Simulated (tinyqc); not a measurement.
Inside a calculation. Method: Hubbard chain of 4 sites. Computed by tinyqc, a small Python program that keeps every step. Settings: hopping = 0.9, U = 8.5, mixing = 0.2, iteration cap = 71. Command: `OMP_NUM_THREADS=1 python tinyqc.py 26552 26553 out.jsonl` (the two numbers bound the seeds that draw the settings). One thread of a shared host (Intel(R) Xeon(R) Processor @ 2.60GHz), about 0.2 s of CPU time with the checks. Later iterations appear only in the table of the cycle.

## Mean-field iteration 1

one-body matrix (hopping and site energies) (eV), lower triangle:
```
          1         2         3        4
1   0.00000
2  -0.90000   0.00000
3   0.00000  -0.90000   0.00000
4   0.00000   0.00000  -0.90000  0.00000
```

U = 8.50000 eV

electrons, up and down: 2  1

mixing = 0.20000

n(up) at the start (a guess, not normalised): 1 0.55000, 2 0.45000, 3 0.55000, 4 0.45000

n(down) at the start (a guess): 1 0.20000, 2 0.30000, 3 0.20000, 4 0.30000

H(up) = T + U n(down), H(down) = T + U n(up); fill the lowest levels; n(new) = n + mixing (n(out) - n); E = tr T (rho up + rho down) + U sum n_up n_down of the output.

levels, up (eV): 0.60802  1.42499  2.82501  3.64198

levels, down (eV): 2.73302  3.54999  4.95001  5.76698

energy = 0.52288 eV

n(up) after iteration 1: 1 0.59168, 2 0.42295, 3 0.57705, 4 0.40832

n(down) after iteration 1: 1 0.17990, 2 0.33263, 3 0.21209, 4 0.27538

## Mean-field iteration 2

As before.

levels, up (eV): 0.66216  1.32696  2.74249  3.76839

levels, down (eV): 2.63455  3.32452  5.17548  5.86545

energy = 0.15047 eV

n(up) after iteration 2: 1 0.63567, 2 0.38871, 3 0.58975, 4 0.38587

n(down) after iteration 2: 1 0.15692, 2 0.35815, 3 0.21367, 4 0.27127

## Convergence

Each step fills the lowest levels of T + U n(other spin) and sets n(new) = n + mixing (n(out) - n); stop when output and input agree to 1e-8.

Course of the cycle:
```
iteration      E (eV)  largest |n(out) - n(in)|  mean |n_up - n_down|
1           0.5228807                  2.08e-01               0.32422
2           0.1504685                  2.20e-01               0.35422
3          -0.0760998                  2.21e-01               0.40814
4          -0.3231118                  2.29e-01               0.47786
5          -0.6022016                  2.87e-01               0.54972
6          -0.8682339                  3.15e-01               0.60878
7          -1.0649603                  3.06e-01               0.64800
8          -1.1850725                  2.76e-01               0.67130
9          -1.2523736                  2.38e-01               0.68495
10         -1.2895322                  2.00e-01               0.69318
11         -1.3104195                  1.66e-01               0.69830
...               ...                       ...                   ...
61         -1.3470108                  3.00e-03               0.69788
62         -1.3470207                  2.89e-03               0.69778
63         -1.3470300                  2.79e-03               0.69768
64         -1.3470387                  2.69e-03               0.69759
65         -1.3470468                  2.59e-03               0.69749
66         -1.3470544                  2.50e-03               0.69740
67         -1.3470615                  2.41e-03               0.69732
68         -1.3470681                  2.33e-03               0.69723
69         -1.3470743                  2.25e-03               0.69715
70         -1.3470800                  2.17e-03               0.69708
71         -1.3470854                  2.10e-03               0.69700
```

Not converged within 71 iterations: the residual falls steadily but slowly, by a factor of about 0.96 a step. The lowest mean-field energy found from random starts is -1.47221 eV. Reruns (cap 100 unless said): mixing 0.5: not converged; mixing 0.9: not converged; the original settings with a cap of 400: not converged.

## Exact diagonalisation (24 states)

Lowest levels of the sector, and the double occupancy of the lowest state.

lowest levels (eV): -1.91538  -1.61548  -1.45623  -0.89936  -0.67472  -0.55623

double occupancy per site = 0.01204

## The lowest level by Lanczos steps

From a random start vector (not printed): a_j = <q_j|H|q_j>, b_j = norm of the remainder after orthogonalising; the Ritz value is the lowest eigenvalue of the tridiagonal matrix of a and b so far.

Lanczos:
```
j   a_j (eV)  b_j (eV)  lowest Ritz value (eV)
1    3.67866   4.44630               3.6786575
2    3.87935   2.42076              -0.6684301
3    3.19192   3.99070              -1.3462511
4    5.49979   1.76675              -1.8054820
5    4.39449   4.36381              -1.8512134
6    4.66092   1.60849              -1.8962901
7    4.09307   4.21840              -1.9028109
8    4.55346   1.49781              -1.9099365
9    4.38864   5.24033              -1.9108583
10   4.23300   1.07518              -1.9145330
```
